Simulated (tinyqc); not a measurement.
# MOSFET in the linear regime without short-channel effects, parameter extraction from computed curves: two studies

Inversion charge Q = Cox n Vt W0(exp((Vg - VT)/(n Vt))), W0 the Lambert function and n = nf; u = Q/Cox; mobility mu = mu0/(1 + th1 u + th2 u^2); channel resistance Rch = (L - dL)/(W mu Q); Id = Vd/(Rch + Rsd/W). Cox = eps0 eox/tox. Small Vd, no channel-length or drain effects.

Inputs (values chosen for the exercise); channel values of the order met in silicon transistors: temperature T = 300 K; relative permittivity of the gate insulator (close to silicon dioxide) eox = 3.9; insulator thickness tox = 7.4 nm; low-field mobility mu0 = 360 cm^2/(V s); first mobility attenuation factor th1 = 0.15 1/V; second mobility attenuation factor th2 = 0 1/V^2; threshold voltage VT = 0.4 V; body factor nf = 1.1; gate width W = 10 um; drawn gate length L = 0.095 um; drawn less effective length dL = 0.005 um; source plus drain resistance Rsd = 270 ohm um; drain voltage Vd = 0.025 V.

Constants: q = 1.602176634e-19 C, kB = 1.380649e-23 J/K, Vt = kB T/q, eps0 = 8.8541878128e-14 F/cm where lengths are in cm. Results are converted to the units shown.

Each table varies one quantity; the others keep the values above.

## Extraction methods against the second mobility attenuation factor

From the continuous curve Id(Vg): tangent at peak gm (V_ext = Vg - Id/gm); constant current Id = 0.1 uA W/L; peak of d2Id/dVg2; Y = Id/sqrt(gm) drawn through Vg = VT + 0.6 and VT + 0.8 V, with intercept VT_Y and slope s. Mobilities gm,max L/(W Cox Vd) and s^2 L/(W Cox Vd) with the drawn L. Last column: share of Rsd/W in the total resistance at VT + 0.8 V.

Extraction methods against the second mobility attenuation factor:

| th2 (1/V^2) | V_ext (V) | constant current (V) | second derivative (V) | VT_Y (V) | mobility from gm (cm^2/(V s)) | mobility from Y (cm^2/(V s)) | series share (%) |
|---|---|---|---|---|---|---|---|
| 0 | 0.401 | 0.417 | 0.392 | 0.444 | 265 | 347 | 24.4 |
| 0.06 | 0.401 | 0.417 | 0.392 | 0.459 | 264 | 372 | 23.9 |
| 0.12 | 0.401 | 0.417 | 0.391 | 0.473 | 263 | 400 | 23.4 |
| 0.18 | 0.400 | 0.417 | 0.391 | 0.488 | 263 | 430 | 23.0 |
| 0.24 | 0.400 | 0.417 | 0.391 | 0.503 | 262 | 464 | 22.5 |
| 0.3 | 0.400 | 0.417 | 0.391 | 0.518 | 261 | 502 | 22.1 |
| 0.36 | 0.399 | 0.417 | 0.391 | 0.533 | 260 | 544 | 21.7 |

Read the table: what changes, and by how much?

The model has VT = 0.4 V and mu0 = 360 cm^2/(V s). Over the table the extracted thresholds move by 2.1 mV (tangent), under 0.5 mV (constant current), 0.50 mV (second derivative), 89 mV (Y function). The mobility from gm falls from 265 to 260 and that from Y rises from 347 to 544 cm^2/(V s).

## Extraction methods against the first mobility attenuation factor

Same model as above.

Result of one run:

| th1 (1/V) | V_ext (V) | constant current (V) | second derivative (V) | VT_Y (V) | mobility from gm (cm^2/(V s)) | mobility from Y (cm^2/(V s)) | series share (%) |
|---|---|---|---|---|---|---|---|
| 0.2 | 0.400 | 0.417 | 0.391 | 0.444 | 262 | 347 | 23.8 |

What becomes of these results when the first mobility attenuation factor th1 is changed from 0.2 to 0.8 1/V, all else the same?

Result of the changed run:

| th1 (1/V) | V_ext (V) | constant current (V) | second derivative (V) | VT_Y (V) | mobility from gm (cm^2/(V s)) | mobility from Y (cm^2/(V s)) | series share (%) |
|---|---|---|---|---|---|---|---|
| 0.8 | 0.391 | 0.418 | 0.389 | 0.444 | 232 | 347 | 18.6 |

The whole series:

| th1 (1/V) | V_ext (V) | constant current (V) | second derivative (V) | VT_Y (V) | mobility from gm (cm^2/(V s)) | mobility from Y (cm^2/(V s)) | series share (%) |
|---|---|---|---|---|---|---|---|
| 0 | 0.405 | 0.417 | 0.392 | 0.444 | 276 | 347 | 26.3 |
| 0.2 | 0.400 | 0.417 | 0.391 | 0.444 | 262 | 347 | 23.8 |
| 0.4 | 0.396 | 0.417 | 0.390 | 0.444 | 250 | 347 | 21.8 |
| 0.6 | 0.393 | 0.417 | 0.390 | 0.444 | 240 | 347 | 20.0 |
| 0.8 | 0.391 | 0.418 | 0.389 | 0.444 | 232 | 347 | 18.6 |
| 1 | 0.388 | 0.418 | 0.388 | 0.444 | 224 | 347 | 17.3 |
| 1.2 | 0.386 | 0.418 | 0.387 | 0.444 | 217 | 347 | 16.2 |

The model has VT = 0.4 V and mu0 = 360 cm^2/(V s). Over the table the extracted thresholds move by 19 mV (tangent), 1.4 mV (constant current), 5.0 mV (second derivative), under 0.5 mV (Y function). The mobility from gm falls from 276 to 217 and that from Y stays near 347 cm^2/(V s).

Numbers from tinyqc (`OMP_NUM_THREADS=1 python tinyqc.py 2210035 2210036 out.jsonl`; about 0.01 s on one thread of a shared Intel Xeon 2.30GHz).
